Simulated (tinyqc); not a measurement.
Fermi level against carrier density: pi bands of a honeycomb layer in tight binding.

Constants: hbar^2/2m0 = 3.80998211 eV angstrom^2.

Parameters, chosen for this exercise (out of a larger set: of the size used for graphene; not measured data): D = 0 eV (+D on A, -D on B).

hbar v = 5.64562 eV angstrom

Cone with four flavours: n = kF^2/pi, EF = sqrt(D^2 + (hbar v kF)^2), density of states 2 EF/(pi (hbar v)^2), quantum capacitance e^2 times it (1 e^2/(eV angstrom^2) = 1602.177 microF/cm^2), cyclotron mass 2c EF/(hbar v)^2, c = hbar^2/2m0; 1e12/cm^2 = 1e-4/angstrom^2.

Filling:
```
n (1e12/cm^2)  kF (1/angstrom)  EF (eV)  Cq (microF/cm^2)  cyclotron mass (m0)
0.10                   0.00560   0.0316             1.013               0.0076
0.25                   0.00886   0.0500             1.601               0.0120
0.50                   0.01253   0.0708             2.264               0.0169
1.00                   0.01772   0.1001             3.202               0.0239
2.00                   0.02507   0.1415             4.529               0.0338
4.00                   0.03545   0.2001             6.404               0.0478
10.00                  0.05605   0.3164            10.126               0.0757
20.00                  0.07927   0.4475            14.321               0.1070
```

From 1 to 4e12/cm^2 EF rises by a factor 2.000, the square root of four. Capacitance and mass grow in proportion to EF counted from mid-gap, so hardly at all while a large gap term dominates it; in a parabolic band both are constant; Cq is 3.20 microF/cm^2 at 1e12/cm^2, against 3.45 for 1 nm of a dielectric with eps = 3.9.

(tinyqc, `OMP_NUM_THREADS=1 python tinyqc.py 1450116 1450117 out.jsonl`, Intel(R) Xeon(R) Processor @ 2.30GHz, 1 thread, shared host, about 0.01 s.)
